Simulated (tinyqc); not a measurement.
Inside a calculation. Model: spin coating of a resist or spin-on film: centrifugal thinning, evaporation and the final thickness (Emslie and Meyerhofer models). Computed by tinyqc, a small Python program that keeps every step. Command: `OMP_NUM_THREADS=1 python tinyqc.py 3113998 3113999 out.jsonl spincoat walk`. One thread of a shared host (Intel(R) Xeon(R) Processor @ 2.30GHz), about 0.08 s of CPU time with the checks. Intermediate numbers are printed to about 6 digits and carried at full precision; extremes and crossings named in words are read from the listed rows.

A Newtonian film stays uniform over the wafer; solvent and solids have the same density and the concentration is uniform through the thickness.

Inputs (values chosen for the exercise, of the order of those of a polymer resist in an ester solvent):
```
quantity,value,unit
solids volume fraction c0,0.25,-
kinematic viscosity of the solvent nu_s,1.8,mm^2/s
viscosity constant k,450,mm^2/s
viscosity exponent gamma,3.4,-
spin speed f,4000,rpm
evaporation rate at 1000 rpm e0,0.067,micrometre/s
starting thickness h0,200,micrometre
time t,0.33,s
wafer radius R,50,mm
shrinkage in the bake,11,%
```

## Rates

omega = 2 pi f/60; nu(c) = nu_s + k c^gamma; evaporation rate e = e0 sqrt(f/1000 rpm). Flow constant K = 2 omega^2/(3 nu(c0)); Reynolds number of the air omega R^2/nu_air with nu_air = 15 mm^2/s.

omega = 418.879 1/s

nu(c0) = 5.83839 mm^2/s

evaporation rate e = 0.134 micrometre/s

flow constant K = 0.0200352 1/(micrometre^2 s)

Reynolds number of the air = 69813.2

## Thinning without evaporation

dh/dt = -K h^3 gives h = h0/sqrt(1 + 2 K h0^2 t); for long times h = 1/sqrt(2 K t).

h(t) without evaporation = 8.68803 micrometre

long-time form = 8.69624 micrometre

time 1/(2 K h0^2) = 6.23903e-04 s

The long-time form is within 0.094 %: the starting thickness is forgotten.

## The two-stage estimate

Meyerhofer estimate: flow rules until (1 - c0) K h^3 = e, then evaporation alone: h_w = (e/((1 - c0) K))^(1/3), dry film c0 h_w.

wet thickness h_w = 2.07372 micrometre

dry film, estimate = 518.430 nm

drying time (1 - c0) h_w/e = 11.6066 s

## First explicit step of the full model

Solids s and liquid l per area start at s = c0 h0, l = (1 - c0) h0. With h = h0 and c = c0: Q = K h^3, K = 2 omega^2/(3 nu); one Euler step of length dt = 0.01 h0/Q for s and l, ds/dt = -c Q, dl/dt = -(1 - c) Q - e.

Q = 160281 micrometre/s

dt = 1.24781e-05 s

s = 49.5 micrometre

l = 148.500 micrometre

Q/e at the start = 1.19613e+06

## The full model

Full model for solids s and liquid l per area, h = s + l, c = s/h: ds/dt = -c Q, dl/dt = -(1 - c) Q - e, Q = 2 omega^2 h^3/(3 nu(c)); integrated adaptively (relative tolerance 1e-9) until l = 0. Dry film = s at l = 0, before the bake; film after the bake = s x (1 - shrinkage).

time to dry = 15.0685 s

dry film = 582.525 nm

film after the bake = 518.447 nm

## Course in time

Times are fractions of the time to dry.

History:
```
fraction,t (s),h (micrometre),c,nu (mm^2/s),Q/e,s (nm)
0.003,0.0452,23.3349,0.250044,5.841,1.89901e+03,5834.75
0.010,0.1507,12.8409,0.250263,5.853,3.15792e+02,3213.61
0.030,0.4521,7.4196,0.251366,5.914,6.02913e+01,1865.04
0.100,1.5069,4.0500,0.258432,6.321,9.17446e+00,1046.64
0.200,3.0137,2.8345,0.274707,7.364,2.69958e+00,778.65
0.350,5.2740,2.0792,0.311802,10.359,7.57435e-01,648.29
0.500,7.5343,1.6416,0.367631,16.784,2.30075e-01,603.49
0.700,10.5480,1.1940,0.490582,41.760,3.55828e-02,585.76
0.900,13.5617,0.7847,0.742621,165.414,2.54972e-03,582.72
```

Q/e drops below 1 between t = 3.0 and 5.3 s, when c has risen from 0.25 to about 0.312; after that row the solids fall by a further 10 %. The full model gives 1.12 times the two-stage estimate.

## Spin curve

The formulas are those given above.

Dry film against speed:
```
f (rpm),full model (nm),estimate (nm),time to dry (s)
500,1647.61,1466.34,120.513
1000,1165.04,1036.86,60.267
1500,951.26,846.59,40.180
2000,823.81,733.17,30.136
3000,672.64,598.63,20.091
4000,582.52,518.43,15.069
6000,475.63,423.30,10.046
```

The full thickness goes as f^-0.500; the estimate as (e/omega^2)^(1/3) = f^(-1/2). The time to dry goes as f^-1.00. A thickness window of 1 % allows a speed error of about 2 %.

Checks made by the program: constant-viscosity run against c0 h0 exp(-int K h^2 dt) (relative difference 1e-05).
